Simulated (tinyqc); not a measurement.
What each parameter does: band offset of a heterojunction with an interface dipole (two-band chains, self-consistent charge).

Sites alternate A, C. Left: A at -G1/2, C at +G1/2, hopping -t1; right: A at D - G2/2, C at D + G2/2, hopping -t2; the bonds across the two interfaces of a ring (C left to A right, C right to A left) have -sqrt(t1 t2). D is the offset of the mid-gaps, so Ev(right) - Ev(left) = D - (G2 - G1)/2 and Ec(right) - Ec(left) = D + (G2 - G1)/2. The closing bond has its sign reversed (antiperiodic ring). Half the levels are filled with two electrons each. The charge moved is q = (electrons on the left) less one a site; the mean over the two interfaces, q/2, is taken as the charge that crosses each, and its dipole opposes the offset: D = D0 - u q/2.

From here on the ring has 24 cells a side.

Values chosen for the exercise (gaps near those of InGaAs and InP; the chains and D0 are free models, so the offsets are not those of the real pair; not measured data): G1 = 0.78 eV (gap on the left); G2 = 1.39 eV (gap on the right); t1 = 2.8 eV (hopping on the left); t2 = 2.32 eV (hopping on the right); D0 = 0.65 eV (mid-gap of the right side above that of the left, without dipole); u = 7.5 eV (potential step per electron moved across).

Self-consistent D by bisection, q there, and the two offsets.

One parameter was then changed.

Results before and after:
```
case     D (eV)       q  valence offset (eV)  conduction offset (eV)
base     0.2268  0.1129              -0.0782                  0.5318
changed  0.2397  0.1094              -0.1693                  0.6487
```

Which of these changes was made? (a) G2 = 1.598 eV; (b) t1 = 3.22 eV; (c) u = 8.625 eV; (d) D0 = 0.747 eV; (e) G1 = 0.897 eV; (f) t2 = 2.668 eV.

Answer: (a) G2 = 1.598 eV. Of the candidates, run in turn, only this one gives the changed row.

All candidates:
```
case           D (eV)       q  valence offset (eV)  conduction offset (eV)
base           0.2268  0.1129              -0.0782                  0.5318
G1 = 0.897 eV  0.2349  0.1107              -0.0116                  0.4814
G2 = 1.598 eV  0.2397  0.1094              -0.1693                  0.6487
t1 = 3.22 eV   0.2272  0.1127              -0.0778                  0.5322
t2 = 2.668 eV  0.2270  0.1128              -0.0780                  0.5320
D0 = 0.747 eV  0.2603  0.1298              -0.0447                  0.5653
u = 8.625 eV   0.2068  0.1028              -0.0982                  0.5118
```

Program tinyqc; command `OMP_NUM_THREADS=1 python tinyqc.py 1481820 1481821 out.jsonl`; about 0.4 s on one thread of a shared Intel(R) Xeon(R) Processor @ 2.30GHz.
